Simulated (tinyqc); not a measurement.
Static screening by free carriers, step by step. Values are carried at full precision from step to step, so a last printed digit may differ when a step is redone from the rounded ones.

kF = (3 pi^2 n/Mv)^(1/3), EF = c kF^2/m with c = hbar^2/2m0, n in 1/angstrom^3 (1e-24 per 1/cm^3), e2 = e^2/(4 pi eps0). Thomas-Fermi: qTF^2 = 6 pi e2 n/(eps EF). Debye: qD^2 = 4 pi e2 n/(eps kB T).

Constants: hbar^2/2m0 = 3.80998211 eV angstrom^2; e^2/(4 pi eps0) = 14.39964547 eV angstrom; kB = 8.617333262e-05 eV/K; a0 (Bohr radius) = 0.5291772105 angstrom; hbar = 6.58211957e-16 eV s.

Parameters, chosen for this exercise (near those of Si; the results hold for these values, not for the real material):

| symbol | value | unit | meaning |
|---|---|---|---|
| n | 1.5e+19 | 1/cm^3 | carrier density |
| m | 0.3157 | m0 | mass of one isotropic valley |
| Mv | 6 |  | valleys |
| eps | 12.3 |  | background dielectric constant |
| T | 400 | K |  |
| q | 0.017 | 1/angstrom | wave vector |
| aD | 16.1 | angstrom | trial radius |
| NI | 1.5e+19 | 1/cm^3 | ionised impurities |

## Fermi and screening wave vectors

Also the effective Bohr radius aB = a0 eps/m and rs = (3/(4 pi n))^(1/3)/aB.

kF = 0.041988 1/angstrom
EF at 0 K = 21.28 meV
EF/kT = 0.617
qTF = 0.12473 1/angstrom
qD = 0.080012 1/angstrom
aB = 20.62 angstrom
rs = 1.22

The gas is partly degenerate; neither limit is exact, and the true screening wave vector lies below both.

## Screening at finite temperature

F_j(eta) = (1/Gamma(j + 1)) integral_0^infinity x^j dx/(1 + exp(x - eta)), which tends to exp(eta) for eta << 0.

At finite T: qs^2 = qD^2 F_-1/2(eta)/F_1/2(eta), where n = Mv N F_1/2(eta) and N = 2 (m kB T/(4 pi c))^(3/2) with c = hbar^2/2m0, in 1/angstrom^3; times 1e24 for 1/cm^3.

Solve for eta and form qs.

n/(Mv N) = 0.3648
eta = -0.880
qs = 0.07535 1/angstrom
screening length 1/qs = 13.27 angstrom

qs is 0.942 of the Debye value and 0.604 of the Thomas-Fermi value.

## Lindhard function at one q

Lindhard at zero temperature: eps(q)/eps = 1 + (qTF/q)^2 L(x), x = q/(2 kF), L(x) = 1/2 + ((1 - x^2)/(4x)) ln|(1 + x)/(1 - x)|.

Compare with Thomas-Fermi, 1 + (qTF/q)^2.

x = 0.2024
L(x) = 0.9862
eps(q)/eps, Lindhard = 54.09
eps(q)/eps, Thomas-Fermi = 54.83

The carriers respond with 99 % of their long-wave strength at this q. The zero-temperature form is an exercise here: at the temperature of this gas EF is only 0.62 kT.

## A donor in the screened potential

Donor in the screened potential -(e2/eps) exp(-qs r)/r with the trial function exp(-r/a): E(a) = c/(m a^2) - (e2/eps) 4/(a (2 + qs a)^2), e2 = e^2/(4 pi eps0), c = hbar^2/2m0; isotropic mass.

Evaluate both terms at a = aD.

kinetic term = 46.558 meV
potential term = -28.173 meV
E(aD) = 18.385 meV
unscreened level -m Ry/eps^2 (Ry = 13.60569312 eV) = -28.391 meV

This trial radius gives no binding, nor does any radius up to 3 aB.

## Ionised-impurity scattering at E = 3 kT

Brooks-Herring rate for an electron of energy E: 1/tau = NI (pi e2^2/(eps^2 hbar)) (sqrt(c/m)/E^(3/2)) Phi(b), with Phi = ln(1 + b) - b/(1 + b), b = (2k/qs)^2, k^2 = m E/c, NI in 1/angstrom^3.

e2 = e^2/(4 pi eps0), c = hbar^2/2m0; mobility estimate mu = tau/(m m0/e) with m0/e = 5.685630e-12 kg/C, times 1e4 for cm^2/(V s).

b = 6.037
Phi = 1.0933
1/tau = 1.12e+13 1/s
mu at this energy = 497 cm^2/(V s)

b is not large: the electron wavelength is comparable with the screening length, outside the regime that the Brooks-Herring formula is meant for.

## Checks

- Scattering rate against the golden-rule integral over angles (1/s): both 1.121e+13.
- L(x) at x = 0.7 against the integral over the Fermi sphere: both 0.81595.

Run: tinyqc, `OMP_NUM_THREADS=1 python tinyqc.py 1680933 1680934 out.jsonl`; Intel(R) Xeon(R) Processor @ 2.30GHz, one thread, shared host; about 0.01 s of CPU time with all checks.
